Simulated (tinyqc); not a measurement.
Harmonic frequencies on the RHF/sto-6g surface (energies and gradients from PySCF), for BeH+, spin multiplicity 1, step by step. One step of it, computed by the program tinyqc.

Question. Normal modes. Diagonalise H_ij / sqrt(m_i m_j); the 5 smallest eigenvalues belong to translations and rotations; wavenumber = sqrt(eigenvalue / 1822.888) x 219474.63; each mode has its largest component positive (the first on a tie); zero-point energy = sum of wavenumbers / 2, with 349.755 1/cm per kcal/mol.

Hessian (symmetrised) (hartree/bohr^2), lower triangle:
```
             1Bex         1Bey         1Bez          2Hx          2Hy         2Hz
1Bex  -0.00000440
1Bey   0.00000000  -0.00000440
1Bez   0.00000000   0.00000000   0.21845430
2Hx    0.00000440   0.00000000   0.00000000  -0.00000440
2Hy    0.00000000   0.00000440   0.00000000   0.00000000  -0.00000440
2Hz    0.00000000   0.00000000  -0.21845430   0.00000000   0.00000000  0.21845430
```

masses (u): 1Be 9.012182, 2H 1.007825

Give: eigenvalues of the mass-weighted Hessian; harmonic wavenumbers of the vibrations; mass-weighted modes; zero-point energy.

Answer.

eigenvalues of the mass-weighted Hessian (hartree/(bohr^2 u)): 0.0000  0.0000  0.0000  0.0000  0.0000  0.2410

harmonic wavenumbers of the vibrations (1/cm): 2523.5

mass-weighted modes:
```
       mode 1
1Bex   0.0000
1Bey   0.0000
1Bez  -0.3171
2Hx    0.0000
2Hy    0.0000
2Hz    0.9484
```

zero-point energy = 3.6076 kcal/mol
